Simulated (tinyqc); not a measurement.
Mass anisotropy: shallow donor in an anisotropic valley (effective-mass theory).

One valley: H = -c [(d2/dx2 + d2/dy2)/mt + (d2/dz2)/ml] - q/(eps r), c = hbar^2/2m0, q = e^2/(4 pi eps0). Trial function exp(-sqrt((x^2 + y^2)/a^2 + z^2/b^2)) with a > b: T = (c/3)(2/(mt a^2) + 1/(ml b^2)), V = -(q/eps) atan(u/b)/u, u = sqrt(a^2 - b^2). The central cell of the impurity is left out.

Constants: hbar^2/2m0 = 3.80998211 eV angstrom^2; e^2/(4 pi eps0) = 14.39964547 eV angstrom; Ry = 13.60569312 eV; a0 (Bohr radius) = 0.5291772105 angstrom.

Inputs chosen for the exercise (out of a larger set: near those of a group-V donor in Si; not measured data):
- mt = 0.194 m0 (transverse mass)
- eps = 11.9 (dielectric constant)
- xs = (1.5, 2.6, 3.2, 4.6, 9.8, 23, 64, 250) (ratios ml/mt)

mt and eps fixed, ml varied. Energies in units of Ry*(mt) = Ry mt/eps^2 and lengths in a*(mt) = a0 eps/mt; the last two columns use one mass, 3/(1/ml + 2/mt) or (ml mt^2)^(1/3).

Results:
```
ml/mt   a/a*    b/a  binding  conductivity mass  density-of-states mass
1.50   0.920  0.866    1.139              1.125                   1.145
2.60   0.829  0.713    1.337              1.258                   1.375
3.20   0.800  0.663    1.413              1.297                   1.474
4.60   0.754  0.584    1.549              1.353                   1.663
9.80   0.675  0.449    1.831              1.427                   2.140
23.0   0.610  0.335    2.139              1.468                   2.844
64.0   0.554  0.236    2.474              1.488                   4.000
250    0.506  0.149    2.843              1.497                   6.300
```

The binding grows from 1.14 to 2.84 Ry*(mt); for ml going to infinity the exact problem becomes two-dimensional, with 4 Ry*. The conductivity mass saturates at 1.5 and underbinds, by 13 % at ml/mt = 4.6; the density-of-states mass errs by +7 % there and by +122 % in the last row. With these mt and eps one unit is 18.64 meV.

Computed by tinyqc, a small Python program: `OMP_NUM_THREADS=1 python tinyqc.py 1251059 1251060 out.jsonl` (the numbers bound the seed that draws the inputs); one thread of a shared host (Intel(R) Xeon(R) Processor @ 2.30GHz), about 0.01 s for the whole set of steps.
